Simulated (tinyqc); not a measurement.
On-chip power grid, static voltage drop by conjugate gradients: one step of the calculation.

A grid of 3 rows and 3 columns, node k = 3 row + column. Neighbours in a row are joined by Rx, in a column by Ry; pad nodes, which reach the supply through Rp: 0, 2, 6, 8. Each node draws I0, node 6 draws kh I0. The drops u = Vdd - V solve G u = i, with G the conductance matrix (1/Rp added on the diagonal at pad nodes).

Question. Diagonal of G, loads and first direction. G_kk = sum of the conductances at node k. Start u = 0, so the residual is r = i; z = r/G_kk (Jacobi preconditioner), p = z.

Parameters, values chosen for the exercise:
```
symbol,value,unit,meaning
Rx,0.31,ohm,resistance of a horizontal segment
Ry,0.72,ohm,resistance of a vertical segment
Rp,0.054,ohm,resistance from a pad node to the supply
I0,1.6,mA,load current of an ordinary node
kh,3,,factor on the load at the hot node
```

Give: G_kk; r at the start; p at the start.

Answer.

G_kk (S):

|  | col 0 | col 1 | col 2 |
|---|---|---|---|
| row 0 | 23.133 | 7.8405 | 23.133 |
| row 1 | 6.0036 | 9.2294 | 6.0036 |
| row 2 | 23.133 | 7.8405 | 23.133 |

r at the start (mA):

|  | col 0 | col 1 | col 2 |
|---|---|---|---|
| row 0 | 1.6000 | 1.6000 | 1.6000 |
| row 1 | 1.6000 | 1.6000 | 1.6000 |
| row 2 | 4.8000 | 1.6000 | 1.6000 |

p at the start (mV):

|  | col 0 | col 1 | col 2 |
|---|---|---|---|
| row 0 | 0.069165 | 0.20407 | 0.069165 |
| row 1 | 0.26651 | 0.17336 | 0.26651 |
| row 2 | 0.20749 | 0.20407 | 0.069165 |

Program tinyqc, `OMP_NUM_THREADS=1 python tinyqc.py 2770213 2770214 out.jsonl`; Intel Xeon 2.30GHz, shared host, one thread, about 0.09 s.
